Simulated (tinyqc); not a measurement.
Capacitance of parallel on-chip lines from Laplace's equation on a mesh: two steps of the calculation.

Cross-section of an endless row of equal lines between two grounded planes; neighbours are driven in antiphase (+1 V and -1 V), so the plane midway between two lines is at 0 V. By symmetry one quarter is solved: x runs from the centre of a line (column 0, mirror) to that midplane (column 5, 0 V), y from the mid-height of the line (row 0, mirror) to the ground plane (row 3, 0 V). The line fills columns 0 to 2 and rows 0 to 1 at 1 V. Cells beside the line (below row 1) have e2, cells above have e1. Each link between nodes has the conductance g = mean permittivity of the two cells beside it (a cell beyond a mirror counts as 0), and the free nodes obey sum g (V_neighbour - V) = 0.

Values chosen for this exercise: relative permittivity above and below the lines e1 = 3.9; relative permittivity between the lines e2 = 2.4.

Constants: eps0 = 8.8541878128e-12 F/m. Results are converted to the units shown.

Task 1. Link conductances. gx[j, i] joins node (row j, column i) to column i + 1, gy[j, i] to row j + 1.

Give: gx; gy.

Result 1.

gx:
```
	col 0	col 1	col 2	col 3	col 4
row 0	1.2000	1.2000	1.2000	1.2000	1.2000
row 1	3.1500	3.1500	3.1500	3.1500	3.1500
row 2	3.9000	3.9000	3.9000	3.9000	3.9000
row 3	1.9500	1.9500	1.9500	1.9500	1.9500
```

gy:
```
	col 0	col 1	col 2	col 3	col 4	col 5
row 0	1.2000	2.4000	2.4000	2.4000	2.4000	1.2000
row 1	1.9500	3.9000	3.9000	3.9000	3.9000	1.9500
row 2	1.9500	3.9000	3.9000	3.9000	3.9000	1.9500
```

Task 2. Capacitance per length. C = 4 eps0 sum g (difference of V)^2 over all links (twice the energy of the four quarters, line at 1 V). Plate estimate without fringing: eps0 [2 e1 w/hd + 2 e2 t/(s/2)], w = 4 hx, t = 2 hx, s/2 = 3 hx, hd = 2 hx.

converged V (V):
```
	col 0	col 1	col 2	col 3	col 4	col 5
row 0	1.0000000	1.0000000	1.0000000	0.5531419	0.2398099	0.0000000
row 1	1.0000000	1.0000000	1.0000000	0.4863787	0.2030489	0.0000000
row 2	0.4907419	0.4814838	0.4351932	0.2592891	0.1155845	0.0000000
row 3	0.0000000	0.0000000	0.0000000	0.0000000	0.0000000	0.0000000
```

gx:
```
	col 0	col 1	col 2	col 3	col 4
row 0	1.2	1.2	1.2	1.2	1.2
row 1	3.15	3.15	3.15	3.15	3.15
row 2	3.9	3.9	3.9	3.9	3.9
row 3	1.95	1.95	1.95	1.95	1.95
```

gy:
```
	col 0	col 1	col 2	col 3	col 4	col 5
row 0	1.2	2.4	2.4	2.4	2.4	1.2
row 1	1.95	3.9	3.9	3.9	3.9	1.95
row 2	1.95	3.9	3.9	3.9	3.9	1.95
```

Wanted: C; plate estimate.

Result 2.

C = 261.10 aF/um
plate estimate = 166.46 aF/um

Program tinyqc, `OMP_NUM_THREADS=1 python tinyqc.py 2790187 2790188 out.jsonl`; Intel Xeon 2.30GHz, shared host, one thread, about 1 s.
